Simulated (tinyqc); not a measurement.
Eight-band Kane k.p model: one step. Levels and orbital character. Five cases, with inputs chosen for the exercise.

Task: Diagonalise H; the levels come in pairs. The weights are summed over spin and averaged over each pair.

Case 1.

H(k) (eV), rows S+, X+, Y+, Z+, S-, X-, Y-, Z- and columns alike:
```
[[0.893845, -0.059946i, 0.349688i, 0.239786i, 0, 0, 0, 0],
 [0.059946i, -0.130103, 0.003898-0.096333i, 0.002673, 0, 0, 0, 0.096333],
 [-0.349688i, 0.003898+0.096333i, -0.112760, -0.015591, 0, 0, 0, -0.096333i],
 [-0.239786i, 0.002673, -0.015591, -0.122226, 0, -0.096333, 0.096333i, 0],
 [0, 0, 0, 0, 0.893845, -0.059946i, 0.349688i, 0.239786i],
 [0, 0, 0, -0.096333, 0.059946i, -0.130103, 0.003898+0.096333i, 0.002673],
 [0, 0, 0, -0.096333i, -0.349688i, 0.003898-0.096333i, -0.112760, -0.015591],
 [0, 0.096333, 0.096333i, 0, -0.239786i, 0.002673, -0.015591, -0.122226]]
```

Case 2.

H(k) (eV), rows S+, X+, Y+, Z+, S-, X-, Y-, Z- and columns alike:
```
[[1.477560, -0.255771i, 0.019675i, 0, 0, 0, 0, 0],
 [0.255771i, -0.112175, 0.000061-0.117000i, 0, 0, 0, 0, 0.117000],
 [-0.019675i, 0.000061+0.117000i, -0.124440, 0, 0, 0, 0, -0.117000i],
 [0, 0, 0, -0.124513, 0, -0.117000, 0.117000i, 0],
 [0, 0, 0, 0, 1.477560, -0.255771i, 0.019675i, 0],
 [0, 0, 0, -0.117000, 0.255771i, -0.112175, 0.000061+0.117000i, 0],
 [0, 0, 0, -0.117000i, -0.019675i, 0.000061-0.117000i, -0.124440, 0],
 [0, 0.117000, 0.117000i, 0, 0, 0, 0, -0.124513]]
```

Case 3.

H(k) (eV), rows S+, X+, Y+, Z+, S-, X-, Y-, Z- and columns alike:
```
[[3.095402, 0.404429i, 0.197721i, 0, 0, 0, 0, 0],
 [-0.404429i, -0.098710, -0.006300-0.093333i, 0, 0, 0, 0, 0.093333],
 [-0.197721i, -0.006300+0.093333i, -0.110040, 0, 0, 0, 0, -0.093333i],
 [0, 0, 0, -0.113599, 0, -0.093333, 0.093333i, 0],
 [0, 0, 0, 0, 3.095402, 0.404429i, 0.197721i, 0],
 [0, 0, 0, -0.093333, -0.404429i, -0.098710, -0.006300+0.093333i, 0],
 [0, 0, 0, -0.093333i, -0.197721i, -0.006300-0.093333i, -0.110040, 0],
 [0, 0.093333, 0.093333i, 0, 0, 0, 0, -0.113599]]
```

Case 4.

H(k) (eV), rows S+, X+, Y+, Z+, S-, X-, Y-, Z- and columns alike:
```
[[3.114805, -0.327791i, 0.248058i, 0, 0, 0, 0, 0],
 [0.327791i, -0.106466, 0.007755-0.098000i, 0, 0, 0, 0, 0.098000],
 [-0.248058i, 0.007755+0.098000i, -0.110244, 0, 0, 0, 0, -0.098000i],
 [0, 0, 0, -0.115308, 0, -0.098000, 0.098000i, 0],
 [0, 0, 0, 0, 3.114805, -0.327791i, 0.248058i, 0],
 [0, 0, 0, -0.098000, 0.327791i, -0.106466, 0.007755+0.098000i, 0],
 [0, 0, 0, -0.098000i, -0.248058i, 0.007755-0.098000i, -0.110244, 0],
 [0, 0.098000, 0.098000i, 0, 0, 0, 0, -0.115308]]
```

Case 5.

H(k) (eV), rows S+, X+, Y+, Z+, S-, X-, Y-, Z- and columns alike:
```
[[3.029719, 0.474901i, 0.299012i, 0.386957i, 0, 0, 0, 0],
 [-0.474901i, -0.117243, -0.013184-0.089333i, -0.017062, 0, 0, 0, 0.089333],
 [-0.299012i, -0.013184+0.089333i, -0.129549, -0.010743, 0, 0, 0, -0.089333i],
 [-0.386957i, -0.017062, -0.010743, -0.124095, 0, -0.089333, 0.089333i, 0],
 [0, 0, 0, 0, 3.029719, 0.474901i, 0.299012i, 0.386957i],
 [0, 0, 0, -0.089333, -0.474901i, -0.117243, -0.013184+0.089333i, -0.017062],
 [0, 0, 0, -0.089333i, -0.299012i, -0.013184-0.089333i, -0.129549, -0.010743],
 [0, 0.089333, 0.089333i, 0, -0.386957i, -0.017062, -0.010743, -0.124095]]
```

Give: levels, each twofold; weights.

Result:

Case 1.

levels, each twofold (eV): [-0.3843, -0.1189, -0.0190, 1.0509]

weights, rows S, X, Y, Z; columns pair 1, pair 2, pair 3, pair 4:
```
[[0.064, 0.055, 0.001, 0.880],
 [0.205, 0.394, 0.398, 0.003],
 [0.414, 0.283, 0.222, 0.080],
 [0.317, 0.267, 0.379, 0.037]]
```

The conduction pair has 12.0 % valence character at this k; the valence pair with most S character is pair 1 (6.4 %).

Case 2.

levels, each twofold (eV): [-0.3666, -0.0278, -0.0074, 1.5183]

weights, rows S, X, Y, Z; columns pair 1, pair 2, pair 3, pair 4:
```
[[0.007, 0.018, 0.000, 0.975],
 [0.361, 0.609, 0.006, 0.024],
 [0.316, 0.188, 0.496, 0.000],
 [0.316, 0.186, 0.498, 0.000]]
```

The conduction pair has 2.5 % valence character at this k; the valence pair with most S character is pair 2 (1.8 %).

Case 3.

levels, each twofold (eV): [-0.3169, -0.0537, -0.0140, 3.1576]

weights, rows S, X, Y, Z; columns pair 1, pair 2, pair 3, pair 4:
```
[[0.007, 0.011, 0.000, 0.981],
 [0.382, 0.431, 0.172, 0.015],
 [0.319, 0.272, 0.405, 0.004],
 [0.292, 0.286, 0.422, 0.000]]
```

The conduction pair has 1.9 % valence character at this k; the valence pair with most S character is pair 2 (1.1 %).

Case 4.

levels, each twofold (eV): [-0.3257, -0.0483, -0.0096, 3.1664]

weights, rows S, X, Y, Z; columns pair 1, pair 2, pair 3, pair 4:
```
[[0.006, 0.009, 0.000, 0.984],
 [0.359, 0.380, 0.251, 0.010],
 [0.337, 0.315, 0.343, 0.006],
 [0.298, 0.296, 0.406, 0.000]]
```

The conduction pair has 1.6 % valence character at this k; the valence pair with most S character is pair 2 (0.9 %).

Case 5.

levels, each twofold (eV): [-0.3763, -0.1137, -0.0211, 3.1699]

weights, rows S, X, Y, Z; columns pair 1, pair 2, pair 3, pair 4:
```
[[0.026, 0.015, 0.000, 0.959],
 [0.370, 0.302, 0.308, 0.020],
 [0.279, 0.367, 0.346, 0.008],
 [0.325, 0.317, 0.345, 0.013]]
```

The conduction pair has 4.1 % valence character at this k; the valence pair with most S character is pair 1 (2.6 %).

Computed by tinyqc, one run a case: `OMP_NUM_THREADS=1 python tinyqc.py N N+1 out.jsonl` with N = 1050143, 1050213, 1050563, 1050594, 1050730; one thread of a shared Intel(R) Xeon(R) Processor @ 2.30GHz, about 0.02 s a run at most.
